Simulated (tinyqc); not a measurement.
Inside a calculation. Method: Born-Oppenheimer dynamics on the PBE/6-311g surface (energies and gradients from PySCF), for H2, spin multiplicity 1. Computed by tinyqc, a small Python program that keeps every step (integrals from PySCF). Settings: charge = 0, multiplicity = 1, basis = 6-311g, functional = pbe,pbe, time step (fs) = 2.0, steps = 24. Command: `OMP_NUM_THREADS=1 python tinyqc.py 22874 22875 out.jsonl` (the two numbers bound the seeds that draw the settings). One thread of a shared host (Intel(R) Xeon(R) Processor @ 2.60GHz), about 4 s of CPU time with the checks.

## Velocity Verlet step 1

positions (bohr):
```
           x         y         z
1H  0.000000  0.000000  0.000000
2H  0.000000  0.000000  1.545796
```

velocities (bohr per atomic time unit):
```
               x             y             z
1H  -0.000115500   0.000264500   0.000211000
2H   0.000115500  -0.000264500  -0.000211000
```

gradient (hartree/bohr):
```
             x           y            z
1H  0.00000000  0.00000000  -0.03622248
2H  0.00000000  0.00000000   0.03622248
```

masses (electron masses): 1H 1837.152588, 2H 1837.152588

gradient after step 1 (hartree/bohr):
```
              x            y            z
1H   0.00021427  -0.00049068   0.01543740
2H  -0.00021427   0.00049068  -0.01543740
```

dt = 2 fs = 82.6827 atomic units; x' = x + v dt - g dt^2 / (2m); after the new gradient g', v' = v - (g + g') dt / (2m).

positions after step 1 (bohr):
```
            x          y         z
1H  -0.009550   0.021870  0.084842
2H   0.009550  -0.021870  1.460954
```

velocities after step 1 (bohr per atomic time unit):
```
               x             y             z
1H  -0.000120322   0.000275542   0.000678726
2H   0.000120322  -0.000275542  -0.000678726
```

## Velocity Verlet step 2

gradient after step 2 (hartree/bohr):
```
              x            y            z
1H   0.00115084  -0.00263545   0.03821204
2H  -0.00115084   0.00263545  -0.03821204
```

As before.

positions after step 2 (bohr):
```
            x          y         z
1H  -0.019897   0.045565  0.112238
2H   0.019897  -0.045565  1.433558
```

velocities after step 2 (bohr per atomic time unit):
```
               x             y             z
1H  -0.000151041   0.000345889  -0.000528545
2H   0.000151041  -0.000345889   0.000528545
```

## Energy conservation

The total energy should stay constant up to terms of order dt^2; the step counts as short enough if it moves by less than 2 % of the largest kinetic energy.

Trajectory:
```
time (fs)  1H-2H (angstrom)  potential (hartree)  kinetic (hartree)  total (hartree)
0.000000           0.818000          -1.16067418         0.00023483      -1.16043936
2.000000           0.728645          -1.16284666         0.00101240      -1.16183426
4.000000           0.701190          -1.16146944         0.00077493      -1.16069451
6.000000           0.825775          -1.16011804         0.00068774      -1.15943030
8.000000           0.795809          -1.16198476         0.00172904      -1.16025572
10.000000          0.664220          -1.15751789         0.00032170      -1.15719618
12.000000          0.834431          -1.15944444         0.00193225      -1.15751219
14.000000          0.836647          -1.15926318         0.00181857      -1.15744461
16.000000          0.667545          -1.15798547         0.00038848      -1.15759699
18.000000          0.785248          -1.16245117         0.00160948      -1.16084169
20.000000          0.822579          -1.16035241         0.00048665      -1.15986576
22.000000          0.710520          -1.16207177         0.00085902      -1.16121275
24.000000          0.718057          -1.16245511         0.00092344      -1.16153166
26.000000          0.820374          -1.16050942         0.00036024      -1.16014918
28.000000          0.776926          -1.16274068         0.00151132      -1.16122936
30.000000          0.670906          -1.15843410         0.00044327      -1.15799082
32.000000          0.836862          -1.15924544         0.00168860      -1.15755684
34.000000          0.831180          -1.15970397         0.00197442      -1.15772956
36.000000          0.662466          -1.15726150         0.00027903      -1.15698247
38.000000          0.803595          -1.16157390         0.00181084      -1.15976306
40.000000          0.828342          -1.15992416         0.00086428      -1.15905988
42.000000          0.694469          -1.16094340         0.00071069      -1.16023270
44.000000          0.737253          -1.16304560         0.00108739      -1.16195821
46.000000          0.816813          -1.16075489         0.00017590      -1.16057899
48.000000          0.756574          -1.16313307         0.00127771      -1.16185536
```

The total energy moves within 5.0e-03 hartree; that is over 2 % of the largest kinetic energy, so the time step is too long.
